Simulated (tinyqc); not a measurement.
Inside a calculation. Model: oxide trap near a transistor channel: two-state multiphonon kinetics, telegraph noise and bias instability. Computed by tinyqc, a small Python program that keeps every step. Command: `OMP_NUM_THREADS=1 python tinyqc.py 3003858 3003859 out.jsonl oxidetrap walk`. One thread of a shared host (Intel(R) Xeon(R) Processor @ 2.30GHz), about 0.01 s of CPU time with the checks. Intermediate numbers are printed to about 7 digits and carried at full precision; extremes and crossings named in words are read from the listed rows.

An n-channel device under positive gate bias. The trap is empty (state 1) or holds an electron (state 2); both states are parabolas of equal curvature, and the electron reservoir is taken at the Fermi level of the channel.

Inputs (values chosen for the exercise, with an insulator like SiO2 on silicon): insulator constant eps_ox = 3.79; insulator thickness t_ox = 3.8 nm; trap depth x from the interface = 0.93 nm; tunnel barrier phi_b = 3.07 eV; tunnelling mass m_ox = 0.46 m_0; trap level above E_F at zero field E_t = 0.34 eV; relaxation energy E_R = 2.2 eV; oxide field F = 3.9 MV/cm; attempt rate k_0 at the interface = 3e+11 1/s; temperature T = 350 K; channel width W = 160 nm; channel length L = 52 nm; frequency f = 40 Hz; stress time t_s = 20 s.

Parts treated: one trap.

Constants: hbar^2/(2 m_0) = 3.80998212 eV angstrom^2; k_B = 8.617333262e-05 eV/K; e = 1.602176634e-19 C; eps_0 = 8.8541878128e-12 F/m.

## Tunnelling factor

kappa = sqrt(2 m_ox phi_b)/hbar = sqrt(m_ox phi_b/(hbar^2/2m_0)); attenuation length lambda = 1/(2 kappa); factor exp(-x/lambda) for a rectangular barrier.

kappa = 6.088168 1/nm

attenuation length lambda = 0.08212651 nm

tunnelling factor = 1.207960e-05

## Barriers and time constants

E_21 = E_t - e F x is the energy of state 2 over state 1; barriers E_c = (E_R + E_21)^2/(4 E_R), E_e = E_c - E_21; tau_c = exp(E_c/k_B T)/(k_0 P), tau_e = exp(E_e/k_B T)/(k_0 P), P the tunnelling factor; occupation f_2 = tau_e/(tau_c + tau_e); 1/tau_0 = 1/tau_c + 1/tau_e.

E_21 = -0.0227 eV

capture barrier E_c = 0.5387086 eV

emission barrier E_e = 0.5614086 eV

capture time tau_c = 15.77205 s

emission time tau_e = 33.47755 s

occupation f_2 = 0.6797528

tau_0 = 10.72109 s

The two times are within a factor 30 of each other, so the trap switches between both states and shows as telegraph noise.

## Step height and noise

Charge-sheet step dV = e (t_ox - x)/(eps_ox eps_0 W L); Lorentzian spectrum S(f) = 4 dV^2 tau_0^2/((tau_c + tau_e)(1 + (2 pi f tau_0)^2)); corner 1/(2 pi tau_0); variance dV^2 f_2 (1 - f_2) = dV^2 tau_0/(tau_c + tau_e).

threshold step dV = 1.646952 mV

corner frequency = 0.01484503 Hz

S(f) = 3.487704e-12 V^2/Hz

root-mean-square noise = 0.7684210 mV

f lies above the corner, on the 1/f^2 tail. Random dopants and current percolation, left out here, spread real steps around this value.

## Stress and recovery of one trap

From the zero-field occupation f(0), f(t) = f_2 + (f(0) - f_2) exp(-t/tau_0) under the field; after t_s the field is removed and f relaxes with the zero-field constants.

occupation at zero field = 1.271189e-05

tau_0 at zero field = 0.1263966 s

occupation after stress = 0.5745143

half-time of recovery = 0.08761141 s

## Bias dependence of the times

The formulas are those given above.

Against field:
```
F (MV/cm)  E_21 (eV)     tau_c (s)     tau_e (s)           f_2
0.00         0.34000  9.943179e+03  1.263982e-01  1.271189e-05
1.17         0.23119  1.295479e+03  6.073525e-01  4.686050e-04
2.34         0.12238  1.845361e+02  3.190708e+00  1.699654e-02
3.12         0.04984  5.289011e+01  1.013235e+01  1.607736e-01
3.90        -0.02270  1.577205e+01  3.347755e+01  6.797528e-01
4.68        -0.09524  4.893529e+00  1.150847e+02  9.592132e-01
5.85        -0.20405  9.109859e-01  7.901369e+02  9.988484e-01
```

ln(tau_c/tau_e) falls by e x/k_B T = 3.083 per MV/cm, which measures the depth x if the change of surface potential with bias is left aside. Over these rows tau_c shortens by 4.04 decades and tau_e lengthens by 3.80; the two share the shift almost equally, as the first and last E_21 average to little against E_R. The times cross at F = E_t/(e x) = 3.66 MV/cm.

Checks made by the program: detailed balance tau_c/tau_e = exp(E_21/k_B T) (relative difference below 1e-10); the integral of S(f) against the variance (relative difference below 1e-10).
